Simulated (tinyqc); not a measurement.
Worked calculation: sp3 tight binding, zinc-blende lattice. Computed by tinyqc, a small Python program that keeps every step. Command: `OMP_NUM_THREADS=1 python tinyqc.py 26913 26914 out.jsonl` (the two numbers bound the seeds that draw the settings). One thread of a shared host (Intel(R) Xeon(R) Processor @ 2.60GHz), about 0.01 s of CPU time with the checks.

## Bloch Hamiltonian at k

Parameters chosen for this model: zinc-blende lattice, anion at 0, cation at a/4 (1,1,1); V = eta hbar^2 / (m d^2), hbar^2/m = 7.619964 eV angstrom^2:
```
parameter          value      unit
a               4.000000  angstrom
d               1.732051  angstrom
Es anion      -12.190000        eV
Ep anion       -6.300000        eV
Es cation     -12.190000        eV
Ep cation      -6.300000        eV
eta ss         -1.400000
eta sp          1.840000
eta pp sigma    3.240000
eta pp pi      -0.810000
V ss           -3.555983        eV
V sp            4.673578        eV
V pp sigma      8.229561        eV
V pp pi        -2.057390        eV
```

k point k (2 pi / a): -0.190000  0.470000  -0.160000

Slater-Koster rules over the four bonds with direction cosines (l, m, n): ss V_ss; s-px l V_sp; px-s -l V_sp; px-px l^2 V_pps + (1 - l^2) V_ppp; px-py l m (V_pps - V_ppp); each times exp(i k.d).

H(k) at k (eV):
```
                      a s                 a px                a py                 a pz
a s            -12.190000             0.000000            0.000000             0.000000
a px             0.000000            -6.300000            0.000000             0.000000
a py             0.000000             0.000000           -6.300000             0.000000
a pz             0.000000             0.000000            0.000000            -6.300000
c s   -9.739477-0.700016i  -1.726609-2.273567i  0.583753+6.724698i  -2.068787-1.897518i
c px   1.726609+2.273567i   3.756655+0.270006i  2.629011+2.411363i  -0.741832-8.545733i
c py  -0.583753-6.724698i   2.629011+2.411363i  3.756655+0.270006i   2.194171+2.889245i
c pz   2.068787+1.897518i  -0.741832-8.545733i  2.194171+2.889245i   3.756655+0.270006i

                      c s                 c px                 c py                 c pz
a s   -9.739477+0.700016i   1.726609-2.273567i  -0.583753+6.724698i   2.068787-1.897518i
a px  -1.726609+2.273567i   3.756655-0.270006i   2.629011-2.411363i  -0.741832+8.545733i
a py   0.583753-6.724698i   2.629011-2.411363i   3.756655-0.270006i   2.194171-2.889245i
a pz  -2.068787+1.897518i  -0.741832+8.545733i   2.194171-2.889245i   3.756655-0.270006i
c s            -12.190000             0.000000             0.000000             0.000000
c px             0.000000            -6.300000             0.000000             0.000000
c py             0.000000             0.000000            -6.300000             0.000000
c pz             0.000000             0.000000             0.000000            -6.300000
```

## Levels at k

Diagonalise the Hermitian matrix.

eigenvalues (eV): -24.733428  -17.888095  -16.221917  -14.658792  0.942342  1.289035  3.608326  5.482530

weights |c|^2 of the basis functions:
```
        band 1    band 2    band 3    band 4    band 5    band 6    band 7    band 8
a s   0.433999  0.079337  0.001019  0.055336  0.115012  0.249201  0.000434  0.065662
a px  0.009919  0.177295  0.237634  0.067289  0.009427  0.069158  0.263321  0.165957
a py  0.048968  0.058166  0.001456  0.340449  0.364035  0.095826  0.000104  0.090995
a pz  0.007114  0.185202  0.259891  0.036925  0.011526  0.085816  0.236141  0.177386
c s   0.433999  0.079337  0.001019  0.055336  0.115012  0.249201  0.000434  0.065662
c px  0.009919  0.177295  0.237634  0.067289  0.009427  0.069158  0.263321  0.165957
c py  0.048968  0.058166  0.001456  0.340449  0.364035  0.095826  0.000104  0.090995
c pz  0.007114  0.185202  0.259891  0.036925  0.011526  0.085816  0.236141  0.177386
```

## Bloch Hamiltonian at G

k point G (2 pi / a): 0  0  0

As before.

H(k) at G (eV):
```
             a s       a px       a py       a pz         c s       c px       c py       c pz
a s   -12.190000   0.000000   0.000000   0.000000  -14.223933   0.000000   0.000000   0.000000
a px    0.000000  -6.300000   0.000000   0.000000    0.000000   5.486374   0.000000   0.000000
a py    0.000000   0.000000  -6.300000   0.000000    0.000000   0.000000   5.486374   0.000000
a pz    0.000000   0.000000   0.000000  -6.300000    0.000000   0.000000   0.000000   5.486374
c s   -14.223933   0.000000   0.000000   0.000000  -12.190000   0.000000   0.000000   0.000000
c px    0.000000   5.486374   0.000000   0.000000    0.000000  -6.300000   0.000000   0.000000
c py    0.000000   0.000000   5.486374   0.000000    0.000000   0.000000  -6.300000   0.000000
c pz    0.000000   0.000000   0.000000   5.486374    0.000000   0.000000   0.000000  -6.300000
```

## Levels at G

As before.

eigenvalues (eV): -26.413933  -11.786374  -11.786374  -11.786374  -0.813626  -0.813626  -0.813626  2.033933

## Bands along a path

The same steps at evenly spaced points between the labelled ones.

Bands along the path (eV):
```
k             band 1      band 2      band 3      band 4     band 5     band 6     band 7    band 8
L         -22.515466  -22.335458  -15.901155  -15.901155  -0.015324   3.301155   3.301155  7.886248
L-G 0.20  -23.788961  -20.651964  -15.587297  -15.587297   0.116404   2.987297   2.987297  7.344520
L-G 0.40  -24.862984  -18.371114  -14.710316  -14.710316   0.434334   2.110316   2.110316  5.819764
L-G 0.60  -25.689925  -15.670860  -13.479767  -13.479767   0.680843   0.879767   0.879767  3.699943
L-G 0.80  -26.226610  -13.048231  -12.302382  -12.302382  -0.297618  -0.297618   0.068761  2.226080
G         -26.413933  -11.786374  -11.786374  -11.786374  -0.813626  -0.813626  -0.813626  2.033933
G-X 0.20  -26.161321  -13.022388  -13.022388  -12.331643  -0.638591   0.422388   0.422388  2.151555
G-X 0.40  -25.406751  -15.503105  -15.503105  -13.805507  -0.152082   2.384341   2.903105  2.903105
G-X 0.60  -24.165755  -17.855520  -17.855520  -15.861581   0.539947   2.507389   5.255520  5.255520
G-X 0.80  -22.480035  -19.454341  -19.454341  -18.160375   1.289980   2.370429   6.854341  6.854341
X         -20.432737  -20.432737  -20.015935  -20.015935   1.942737   1.942737   7.415935  7.415935
X-W 0.20  -20.432737  -20.432737  -20.015935  -20.015935   1.942737   1.942737   7.415935  7.415935
X-W 0.40  -20.432737  -20.432737  -20.015935  -20.015935   1.942737   1.942737   7.415935  7.415935
X-W 0.60  -20.432737  -20.432737  -20.015935  -20.015935   1.942737   1.942737   7.415935  7.415935
X-W 0.80  -20.432737  -20.432737  -20.015935  -20.015935   1.942737   1.942737   7.415935  7.415935
W         -20.432737  -20.432737  -20.015935  -20.015935   1.942737   1.942737   7.415935  7.415935
```

With 4 band(s) filled, the highest filled level on these points lies at G and the lowest empty one at G: a gap of 10.9727 eV, direct.
